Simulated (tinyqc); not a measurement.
Nuclear against electronic stopping over energy: ion implantation: universal nuclear stopping, Lindhard-Scharff electronic stopping and a Gaussian range profile. Computed by tinyqc, a small Python program. Command: `OMP_NUM_THREADS=1 python tinyqc.py 3030109 3030110 out.jsonl implant walk`. One thread of a shared host (Intel(R) Xeon(R) Processor @ 2.30GHz), about 0.09 s of CPU time with the checks.

An ion slows by elastic collisions with screened nuclei and by friction with electrons; channelling is ignored and the target is uniform.

Inputs (values chosen for the exercise, modelled on silicon ions in aluminium):
```
quantity                               value    unit
ion atomic number Z1                      14       -
ion mass M1                               28       u
target atomic number Z2                   13       -
target mass M2                         26.98       u
target density N                        60.2  1/nm^3
scale factor of electronic stopping k      1       -
```

Method:
- Reduced energy eps = 32.53 M2 E/(Z1 Z2 (M1 + M2)(Z1^0.23 + Z2^0.23)), E in keV; s_n = ln(1 + 1.1383 eps)/(2 (eps + 0.01321 eps^0.21226 + 0.19593 eps^0.5)) for eps up to 30 and ln(eps)/(2 eps) above; S_n = 8.462 Z1 Z2 M1 s_n/((M1 + M2)(Z1^0.23 + Z2^0.23)) in 1e-15 eV cm^2.
- S_e = k 3.83 Z1^(7/6) Z2/(Z1^(2/3) + Z2^(2/3))^(3/2) sqrt(E/M1) in 1e-15 eV cm^2, E in keV.
- Path length R = int_0^E dE'/(N (S_n + S_e)); energy lost to nuclei nu = int_0^E S_n/(S_n + S_e) dE' (both with E' = E y^3 and 64 Gauss-Legendre points in y).

Stopping (1e-15 eV cm^2) and range:
```
E (keV)         eps     S_n     S_e  R (nm)     nu/E
1        2.4104e-02  48.208    5.36    5.72  0.90900
2        4.8209e-02  58.651    7.58    8.48  0.90074
5        1.2052e-01  70.342   11.98   15.09  0.88176
10       2.4104e-01  75.304   16.94   24.53  0.85817
20       4.8209e-01  74.902   23.96   41.79  0.82196
50       1.2052e+00  64.909   37.88   90.93  0.74301
100      2.4104e+00  52.104   53.57  170.67  0.65003
200      4.8209e+00  38.244   75.76  322.26  0.52769
500      1.2052e+01  22.722  119.79  712.15  0.34817
```

Nuclear stopping peaks near 10 keV among these rows (eps = 0.24; the universal curve peaks near 0.3). Electronic stopping overtakes it between 50 and 100 keV. The path length grows as E^0.57 at the low end and E^0.87 at the high end; constant stopping would give E^1, and stopping that rises with E, be it nuclear (below its peak) or electronic, gives a lower exponent.

Extremes, crossings and ranges named in words are read from the listed rows.
